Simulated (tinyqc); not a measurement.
Double-gate transistor, scale length and short-channel effects: two steps of the calculation.

A body of thickness ts between two insulators of thickness ti and two tied gates. Below threshold the potential that source and drain add obeys Laplace's equation and vanishes on the gate. Its lowest mode decays along the channel as exp(-k y); k is the smallest positive root of the matching condition at the interface, and the scale length is Lambda = pi/k.

Values chosen for this exercise; permittivities: semiconductor close to that of silicon, insulator close to that of aluminium oxide:
```
symbol  value  unit                                     meaning
T         293     K                                 temperature
eps_r    11.9        relative permittivity of the semiconductor
ei       8.87            relative permittivity of the insulator
ti        2.5    nm                         insulator thickness
ts         15    nm                              body thickness
L          65    nm                              channel length
Vbi      0.93     V                     potential of the source
sT       0.36     V   potential of the barrier top at threshold
VTL      0.36     V                      long-channel threshold
m           1                          long-channel body factor
Vds       0.6     V                               drain voltage
```

Constants: q = 1.602176634e-19 C, kB = 1.380649e-23 J/K, Vt = kB T/q. Results are converted to the units shown.

Question 1. Scan of the matching condition. f(k) = ei cos(k ti) cos(k ts/2) - eps_r sin(k ti) sin(k ts/2).

k, point 0 to 7 (1/nm): 0.02875  0.0575  0.08625  0.115  0.14375  0.1725  0.20125  0.23

Wanted: f(k).

Answer 1.

f(k), point 0 to 7: 8.459  7.262  5.380  2.971  0.240  -2.581  -5.250  -7.538

The first change of sign lies between k = 0.14375 and 0.1725 1/nm.

Question 2. Threshold shift, barrier position and swing. Along the channel psi(y) = s + a exp(y/l) + b exp(-y/l) with psi(0) = Vbi, psi(L) = Vbi + Vds and l = 1/k = Lambda/pi; with A = Vbi - s, B = A + Vds, x = exp(-L/l): a = (B - A x) x/(1 - x^2), b = (A - B x)/(1 - x^2). The minimum is s + 2 sqrt(a b), at y = (l/2) ln(b/a). The long-channel potential follows the gate as s = sT + (Vg - VTL)/m, and the threshold VT is the gate voltage at which the minimum equals sT. Swing = m Vt ln 10/g at threshold, g = d(minimum)/ds = 1 - (b x + a)/((1 + x) sqrt(a b)).

l = 6.8400912 nm

Give: s at threshold; a; b; position of the minimum; VT; swing.

Answer 2.

s at threshold = 0.3456 V
a = 8.840e-5 V
b = 0.5843 V
position of the minimum = 30.08 nm
VT = 0.3456 V
swing = 59.23 mV/decade

The threshold lies 14.4 mV below the long-channel value, and the barrier top sits at 0.46 L from the source.

tinyqc, about 0.01 s, one thread, Intel Xeon 2.30GHz (shared host): `OMP_NUM_THREADS=1 python tinyqc.py 2420159 2420160 out.jsonl`
